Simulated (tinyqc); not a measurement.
Finite line against the semi-infinite law: electromigration in a confined line: Blech product, Korhonen stress evolution and Black's law. Computed by tinyqc, a small Python program. Command: `OMP_NUM_THREADS=1 python tinyqc.py 3025829 3025830 out.jsonl emigr walk`. One thread of a shared host (Intel(R) Xeon(R) Processor @ 2.30GHz), about 0.01 s of CPU time with the checks.

The electron wind pushes atoms from the cathode (x = 0) to the anode (x = L); blocking ends build a back stress (tension positive). The input rho is taken not to change with temperature. d sigma/dt = d/dx [kappa (d sigma/dx + G)], with zero flux at both ends and sigma = sigma_0 at t = 0.

Inputs (values chosen for the exercise, close to those used for aluminium lines):

| quantity | value | unit |
|---|---|---|
| resistivity rho | 3.7 | micro-ohm cm |
| atomic volume Omega | 16.6 | angstrom^3 |
| effective charge number Z* | 6 | - |
| prefactor D0 | 1.4e-07 | m^2/s |
| activation energy E | 0.722 | eV |
| effective modulus B | 32 | GPa |
| critical stress sigma_c | 460 | MPa |
| initial stress sigma_0 | 100 | MPa |
| current density j | 1.9 | MA/cm^2 |
| line length L | 64 | um |
| test temperature T | 290 | C |

Start: thermal stress.

Constants: e = 1.602176634e-19 C; k_B = 8.617333262e-05 eV/K; k_B = 1.380649e-23 J/K.

Method:
- G = Z* e rho j/Omega; D = D0 exp(-E/(k_B T)); kappa = D B Omega/(k_B T); drift velocity of an unconfined line v = D Z* e rho j/(k_B T). SI: 1 micro-ohm cm = 1e-8 ohm m, 1 MA/cm^2 = 1e10 A/m^2.
- Temperatures in kelvin are T(C) + 273.15.
- At steady state sigma(x) = sigma_0 + G (L/2 - x). A void forms only if the cathode stress reaches sigma_c, that is if j L exceeds (j L)_c = 2 Omega (sigma_c - sigma_0)/(Z* e rho). Time scale tau = L^2/kappa.
- sigma(x, t) = sigma_0 + G L [1/2 - x/L - 4 sum_(m odd) cos(m pi x/L) exp(-m^2 pi^2 s)/(m pi)^2], s = t/tau, summed to m = 399.
- Semi-infinite line: sigma(0, t) = sigma_0 + 2 G L sqrt(s/pi). One-term form: keep m = 1 alone.

tau = 0.344150 h

stress gradient G = 40.7107 MPa/um

Cathode stress (MPa):

| s | t (h) | full series | semi-infinite | one term |
|---|---|---|---|---|
| 0.002 | 6.8830e-04 | 231.5 | 231.5 | 367.4 |
| 0.005 | 1.7207e-03 | 307.9 | 307.9 | 397.6 |
| 0.01 | 3.4415e-03 | 394.0 | 394.0 | 446.0 |
| 0.02 | 6.8830e-03 | 515.8 | 515.8 | 535.9 |
| 0.05 | 1.7207e-02 | 756.7 | 757.4 | 758.1 |
| 0.1 | 3.4415e-02 | 1009.2 | 1029.7 | 1009.2 |
| 0.2 | 6.8830e-02 | 1256.1 | 1414.8 | 1256.1 |
| 0.4 | 1.3766e-01 | 1382.4 | 1959.4 | 1382.4 |
| 0.8 | 2.7532e-01 | 1402.4 | 2729.6 | 1402.4 |

What does the comparison show, and why?

Among these rows the semi-infinite law holds to 1 % up to s = 0.05 and the one-term form from s = 0.05 on: the far end is felt once sqrt(kappa t) is no longer small against L, and by then the terms with m > 1 have nearly died out. The critical stress 460 MPa is passed between s = 0.01 and 0.02. Caution: rows beyond sigma_c are formal, since a void ends the model there.
